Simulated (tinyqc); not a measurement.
Inside a calculation. Model: bandgap voltage reference from two bipolar transistors.

tinyqc, about 0.02 s, one thread, Intel Xeon 2.30GHz (shared host): `OMP_NUM_THREADS=1 python tinyqc.py 2062122 2062123 out.jsonl` Printed values are rounded.

Two transistors of area 1 and N carry the same current I. Is(T) = Is (T/T0)^eta exp[(Vg0 q/kB)(1/T0 - 1/T)], VBE1 = Vt ln(I/Is(T)) + I rb, VBE2 = Vt ln(I/(N Is(T))) + I rb/N. The amplifier forces I R1(T) = VBE1 - VBE2 + Vos, with R(T) = R (1 + tc (T - T0)) for both resistors, and the output is Vref = VBE1 + I R2(T). Base currents and the Early effect are neglected.

Inputs (values chosen for the exercise); values of the order met in silicon bipolar transistors:
- T0 = 323 K (reference temperature)
- Vg0 = 1.207 V (band-gap voltage extrapolated to 0 K)
- eta = 3.4 (temperature exponent of the saturation current)
- Is = 1.6e-18 A (saturation current of the unit transistor at T0)
- N = 8 (area ratio of the second transistor)
- R1 = 13 kohm (resistor across which the difference of VBE falls, at T0)
- tc = 1000 ppm/K (temperature coefficient of both resistors)
- Vos = -1.6 mV (offset of the amplifier)
- rb = 0 ohm (series resistance of the unit transistor)
- R2 = 111.2 kohm (output resistor at T0)
- T = 398 K (temperature)

Constants: q = 1.602176634e-19 C, kB = 1.380649e-23 J/K. Results are converted to the units shown.

## Operating point at the reference temperature

Vt = kB T/q; I = (Vt ln N + Vos)/(R1(T) - rb (1 - 1/N)). Evaluate at T = T0.

Vt = 0.0278340 V
I = 4.32917 uA
Is(T) = 1.6e-18 A
VBE1 = 0.796787 V
I R2 = 0.481403 V
Vref = 1.27819 V

## Operating point at another temperature

Vt = kB T/q; I = (Vt ln N + Vos)/(R1(T) - rb (1 - 1/N)).

Vt = 0.0342970 V
I = 4.98881 uA
Is(T) = 1.15170e-14 A
VBE1 = 0.682052 V
I R2 = 0.596362 V
Vref = 1.27841 V

From T0 to T, VBE1 changes by -115 mV and I R2 by 115 mV, which leaves 0.224 mV in Vref.

## Resistor for zero slope at T0, ideal case

With tc = 0, Vos = 0 and rb = 0 the current is proportional to T, dVBE/dT = (VBE - Vg0 - (eta - 1) Vt)/T, and Vref has zero slope at T0 when Vref = Vg0 + (eta - 1) Vt0. Find VBE1, its slope, that Vref, R2/R1 and the curvature d2Vref/dT2 = -(eta - 1) kB/(q T0).

VBE1 = 0.797567 V
dVBE/dT = -1.47441 mV/K
Vref = 1.27380 V
R2/R1 = 8.22809
curvature = -0.640297 uV/K^2
